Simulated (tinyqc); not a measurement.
Froehlich polaron in a polar crystal: one step, computed by the program tinyqc.

One electron in a parabolic band of mass m*, coupled to dispersionless LO phonons in the continuum model. Energies are in units of hbar omega unless marked, wave numbers in k_0 = sqrt(2 m* omega/hbar).

Question. Coupling constant and length scale. 1/eps* = 1/eps_inf - 1/eps_s; k_0 = sqrt(2 m* omega/hbar) = sqrt(m* hbar omega / (hbar^2/(2 m_0))) with m* in m_0; alpha = (e^2/(4 pi eps_0)) k_0/(2 eps* hbar omega); polaron length 1/k_0.

Inputs (values chosen for the exercise, for a model crystal): band mass m* = 0.364 m_0; LO phonon energy hbar omega = 13.9 meV; eps_inf = 6.95; static dielectric constant eps_s = 14.8.

Constants: hbar^2/(2 m_0) = 3.80998212 eV angstrom^2; e^2/(4 pi eps_0) = 14.39964548 eV angstrom.

Give: eps*; k_0; coupling constant alpha; polaron length 1/k_0.

Answer.

eps* = 13.103

k_0 = 0.036442 1/angstrom

coupling constant alpha = 1.4405

polaron length 1/k_0 = 27.441 angstrom

Intermediate coupling.
